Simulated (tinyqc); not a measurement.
Capacitances against the relative permittivity between the lines.

Endless row of lines of width wl, height tl and space sl between grounded planes at distance hd; e2 fills the gaps beside the lines, e1 the rest. Laplace's equation is solved on meshes of 3, 6 and 12 steps per unit u and extrapolated (Aitken), which is good to about 0.2 %. C_even (all lines at 1 V) is the capacitance Cg to the planes; C_odd (neighbours in antiphase) = Cg + 4 Cc if only nearest neighbours couple, which defines Cc; total with quiet neighbours Cg + 2 Cc. Plate values 2 eps0 e1 wl/hd and eps0 e2 tl/sl.

Inputs (values chosen for the exercise):
- e1 = 3 (relative permittivity above and below the lines)
- wl = 4 u (line width, in units u)
- tl = 8 u (line height)
- sl = 8 u (space between lines)
- hd = 4 u (distance to each plane)

Constants: eps0 = 8.8541878128e-12 F/m. Results are converted to the units shown.

The same in every row: plate Cg (aF/um) = 53.1.

Result of one run:

| e2 | Cg (aF/um) | Cc (aF/um) | Cg + 2 Cc (aF/um) | C_odd (aF/um) | plate Cc (aF/um) | share of coupling, 2 Cc/(Cg + 2 Cc) (%) |
|---|---|---|---|---|---|---|
| 3.9 | 132 | 29.7 | 192 | 251 | 34.5 | 31.0 |

What becomes of these results when the relative permittivity between the lines e2 is changed from 3.9 to 2.5, all else the same?

Result of the changed run:

| e2 | Cg (aF/um) | Cc (aF/um) | Cg + 2 Cc (aF/um) | C_odd (aF/um) | plate Cc (aF/um) | share of coupling, 2 Cc/(Cg + 2 Cc) (%) |
|---|---|---|---|---|---|---|
| 2.5 | 126 | 18.6 | 163 | 200 | 22.1 | 22.9 |

The whole series:

| e2 | Cg (aF/um) | Cc (aF/um) | Cg + 2 Cc (aF/um) | C_odd (aF/um) | plate Cc (aF/um) | share of coupling, 2 Cc/(Cg + 2 Cc) (%) |
|---|---|---|---|---|---|---|
| 1 | 113 | 7.58 | 128 | 143 | 8.85 | 11.8 |
| 1.5 | 118 | 11.1 | 140 | 162 | 13.3 | 15.8 |
| 2 | 122 | 14.8 | 152 | 181 | 17.7 | 19.5 |
| 2.5 | 126 | 18.6 | 163 | 200 | 22.1 | 22.9 |
| 3 | 128 | 22.5 | 173 | 218 | 26.6 | 26.0 |
| 3.9 | 132 | 29.7 | 192 | 251 | 34.5 | 31.0 |
| 5 | 136 | 38.8 | 214 | 291 | 44.3 | 36.3 |
| 7 | 141 | 55.6 | 252 | 363 | 62.0 | 44.2 |

As e2 goes from 1 to 7, Cg rises from 113 to 141 aF/um, Cc rises from 7.58 to 55.6 aF/um and the share of coupling rises from 11.8 to 44.2 %. Cg is 2.12 times its plate value in the first row and 2.65 times in the last; for Cc the ratios are 0.856 and 0.898. Neighbours in antiphase raise the load by a factor of 1.12 and 1.44 over quiet ones.

Computed by the program tinyqc: `OMP_NUM_THREADS=1 python tinyqc.py 2790193 2790194 out.jsonl`, one thread of a shared Intel Xeon 2.30GHz, about 0.7 s for the whole run.
